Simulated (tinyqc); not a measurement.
Transit time and capacitance from two cut-off frequencies.

Question. 1/(2 pi fT) = tauF + Vt C/JC, C the sum of the junction capacitances per area. Find C, tauF and the limit of fT at high current.

Values chosen for this exercise:
```
symbol,value,unit,meaning
T,350,K,temperature
```

Constants: q = 1.602176634e-19 C, kB = 1.380649e-23 J/K, Vt = kB T/q. Results are converted to the units shown.

JC (mA/um^2): 0.032  0.7
fT (GHz): 17.664133  51.929912

Solution. The delay is a straight line in 1/JC with slope Vt C and intercept tauF.

C = 6.61 fF/um^2
tauF = 2.78 ps
limit of fT = 57.2 GHz

Program tinyqc, `OMP_NUM_THREADS=1 python tinyqc.py 2320040 2320041 out.jsonl`; Intel Xeon 2.30GHz, shared host, one thread, about 0.01 s.
